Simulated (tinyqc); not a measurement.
Worked calculation: one-electron ion in a basis of Gaussians. One step of it, computed by the program tinyqc.

Problem. Generalised eigenproblem. Solve H C = S C e through S^(-1/2); each column has its largest component positive (the first on a tie).

H = T + V (hartree):
```
           1           2
1  -8.453439   -9.485493
2  -9.485493  -10.596265
```

S:
```
          1         2
1  1.000000  0.752621
2  0.752621  1.000000
```

Give: eigenvalues of S; eigenvalues; coefficients.

Solution.

eigenvalues of S: 0.2474  1.7526

eigenvalues (hartree): -11.0890  0.0831

coefficients:
```
        1        2
1  0.3190   1.4848
2  0.7376  -1.3275
```

For Z = 5 and l = 0 the exact lowest level is -Z^2/(2 n^2) with n = l + 1: -12.500000 hartree.
